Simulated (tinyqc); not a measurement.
Carrier statistics of a doped semiconductor with parabolic bands: one step. Effective densities of states. Four cases, with inputs chosen for the exercise.

Question. m_de = Mv^(2/3) (ml mt^2)^(1/3); m_dh = (mhh^(3/2) + mlh^(3/2))^(2/3); N = 2 (m kB T/(4 pi c))^(3/2) with c = hbar^2/2m0, in 1/angstrom^3; times 1e24 for 1/cm^3.

Constants: hbar^2/2m0 = 3.80998211 eV angstrom^2.

Give: m_de; m_dh; Nc; Nv.

Case 1.

Values chosen (near those of SiC; shifted at random, so the results belong to these values and not to a real crystal): ml = 0.316 m0 (longitudinal electron mass); mt = 0.414 m0 (transverse electron mass); Mv = 3 (equivalent valleys); mhh = 1.04 m0 (heavy-hole mass); mlh = 0.424 m0 (light-hole mass).

kT = 0.03016067 eV

Answer.

m_de = 0.7870 m0
m_dh = 1.2134 m0
Nc = 2.2078e+19 1/cm^3
Nv = 4.2269e+19 1/cm^3

The light holes supply 20.7 % of Nv, and Nc/Nv = 0.522.

Case 2.

Values chosen (near those of GaAs; shifted at random, so the results belong to these values and not to a real crystal): ml = 0.068 m0 (longitudinal electron mass); mt = 0.068 m0 (transverse electron mass); Mv = 1 (equivalent valleys); mhh = 0.48 m0 (heavy-hole mass); mlh = 0.0811 m0 (light-hole mass).

kT = 0.03016067 eV

Answer.

m_de = 0.0680 m0
m_dh = 0.5020 m0
Nc = 5.6073e+17 1/cm^3
Nv = 1.1246e+19 1/cm^3

The light holes supply 6.5 % of Nv, and Nc/Nv = 0.0499.

Case 3.

Values chosen (near those of GaN; shifted at random, so the results belong to these values and not to a real crystal): ml = 0.202 m0 (longitudinal electron mass); mt = 0.202 m0 (transverse electron mass); Mv = 1 (equivalent valleys); mhh = 1.35 m0 (heavy-hole mass); mlh = 0.311 m0 (light-hole mass).

kT = 0.04308667 eV

Answer.

m_de = 0.2020 m0
m_dh = 1.4478 m0
Nc = 4.9020e+18 1/cm^3
Nv = 9.4057e+19 1/cm^3

The light holes supply 10.0 % of Nv, and Nc/Nv = 0.0521.

Case 4.

Values chosen (near those of SiC; shifted at random, so the results belong to these values and not to a real crystal): ml = 0.314 m0 (longitudinal electron mass); mt = 0.42 m0 (transverse electron mass); Mv = 3 (equivalent valleys); mhh = 1.04 m0 (heavy-hole mass); mlh = 0.431 m0 (light-hole mass).

kT = 0.01723467 eV

Answer.

m_de = 0.7929 m0
m_dh = 1.2176 m0
Nc = 9.6443e+18 1/cm^3
Nv = 1.8352e+19 1/cm^3

The light holes supply 21.1 % of Nv, and Nc/Nv = 0.526.

Computed by tinyqc, one run a case: `OMP_NUM_THREADS=1 python tinyqc.py N N+1 out.jsonl` with N = 1680203, 1680293, 1680574, 1680590; one thread of a shared Intel(R) Xeon(R) Processor @ 2.30GHz, about 0.01 s a run at most.
